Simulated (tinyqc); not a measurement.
Pull-up strength from the switching point.

Question. Transistor (EKV form, voltages against the body): I = 2 n b Vt^2 [F(vp - Vs) - F(vp - Vd)] from drain to source, F(v) = ln^2(1 + exp(v/(2 Vt))), vp = (Vg - VT + sg |Vd - Vs|)/n. n-channel bodies are at 0; for the p-channel device all voltages are counted down from Vdd. b in uA/V^2 gives I in uA. In an inverter In(Vg = Vd = VM) equals Ip at the switching point VM. Find bp and the current there.

Values chosen for this exercise:
- T = 300 K (temperature)
- Vdd = 0.4 V (supply voltage)
- n = 1.33 (slope factor)
- sg = 0.036 (drain-induced barrier lowering)
- VTn = 0.44 V (n-channel threshold)
- VTp = 0.26 V (p-channel threshold (magnitude))
- bn = 670 uA/V^2 (gain factor of the pull-down transistor)

Constants: q = 1.602176634e-19 C, kB = 1.380649e-23 J/K, Vt = kB T/q. Results are converted to the units shown.

VM = 0.286627581 V

Answer. Ip is proportional to bp, so bp is In(VM) over the p-channel current for unit b.

bp = 670.0 uA/V^2
current at VM = 0.01650 uA

Program tinyqc, `OMP_NUM_THREADS=1 python tinyqc.py 2340084 2340085 out.jsonl`; Intel Xeon 2.30GHz, shared host, one thread, about 0.03 s.
